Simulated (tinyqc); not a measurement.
Which coupling does what: hole subbands of a hard-walled well, four-band Luttinger model.

Hole energies are counted downwards from the unstrained band edge, c = hbar^2/2m0. After the usual block transformation one block is H = [[P + Q - Zs, R - i S], [R + i S, P - Q + Zs]] in (heavy, light), with P +/- Q = c [(g1 +/- g2) k^2 + (g1 -/+ 2 g2) kz^2], R = sqrt(3) c gR k^2, S = 2 sqrt(3) c g3 k kz, kz = -i d/dz; axial approximation gR = (g2 + g3)/2. Zs = b (e_par - e_perp) is the shear part of the strain (the hydrostatic part shifts all levels alike and is left out). Basis sqrt(2/L) sin(n pi z/L), n = 1 to N, for each component: kz^2 gives (n pi/L)^2 and the heavy-light block is R delta_nm - 2 sqrt(3) c g3 k D_nm with D_nm = 4 n m/(L (n^2 - m^2)) for n + m odd, 0 otherwise. The other block has the same levels. The split-off band is left out, a severe simplification for a spin-orbit splitting near 0.11 eV.

Constants: hbar^2/2m0 = 3.80998211 eV angstrom^2.

Values chosen for the exercise (near those of InP; shifted at random, so the results belong to these values and not to a real crystal): g1 = 5.12 (Luttinger gamma1); g2 = 1.6 (gamma2); g3 = 2.13 (gamma3); L = 65 angstrom (well width along [001]); k = 0.038 1/angstrom (wave vector in the plane).

shear strain energy Zs = 0.057297 eV

N = 20, at the given k. Diagonal: R = S = 0. Along [100] and [110] gR is g2 and g3 instead of their mean.

Hole energies (meV):

| model | E1 | E2 | E3 | E4 |
|---|---|---|---|---|
| diagonal | -3.24 | 48.03 | 133.47 | 150.71 |
| R alone | -5.26 | 47.06 | 132.95 | 152.74 |
| S alone | -9.11 | 23.50 | 99.74 | 158.09 |
| axial | -11.22 | 22.98 | 99.36 | 159.60 |
| [100] | -10.67 | 23.12 | 99.46 | 159.20 |
| [110] | -11.84 | 22.81 | 99.25 | 160.05 |

What can be read from this table?

The couplings move E1 by -7.98 meV: R alone by -2.02, S alone by -5.87, so S matters more at k L/pi = 0.79 (R grows as k^2 and joins equal n, S as k and joins n of opposite parity). Warping spreads E1 by 1.17 meV between [100] and [110], the hole being heavier along [110]; the axial value lies between them.

Program tinyqc; command `OMP_NUM_THREADS=1 python tinyqc.py 1250583 1250584 out.jsonl`; about 0.2 s on one thread of a shared Intel(R) Xeon(R) Processor @ 2.30GHz.
